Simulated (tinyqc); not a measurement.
From results back to parameters: configuration-coordinate model of carrier capture at a defect. Two cases, with inputs chosen for the exercise.

Problem. For two parabolas of equal curvature the ionisation peak lies at ET + ER, the emission barrier is (ER + ET)^2/(4 ER), and the standard deviation of the band at T = 0 is sqrt(ER hw). The values come from hidden ET, ER and hw.

Case 1.

ionisation peak = 1.7400 eV
emission barrier = 0.548478 eV
standard deviation at T = 0 = 0.270444 eV

Case 2.

ionisation peak = 1.5800 eV
emission barrier = 1.273673 eV
standard deviation at T = 0 = 0.145155 eV

Find: ET, ER, hw; capture barrier.

Solution. ER is the squared peak energy over four times the emission barrier; ET is the rest, hw = variance/ER, and the capture barrier is the emission barrier less ET.

Case 1.

ET, ER, hw (eV): 0.360  1.380  0.053

capture barrier = 0.188 eV

Case 2.

ET, ER, hw (eV): 1.090  0.490  0.043

capture barrier = 0.184 eV

Computed by tinyqc, one run a case: `OMP_NUM_THREADS=1 python tinyqc.py N N+1 out.jsonl` with N = 1451341, 1451422; one thread of a shared Intel(R) Xeon(R) Processor @ 2.30GHz, about 0.01 s a run at most.
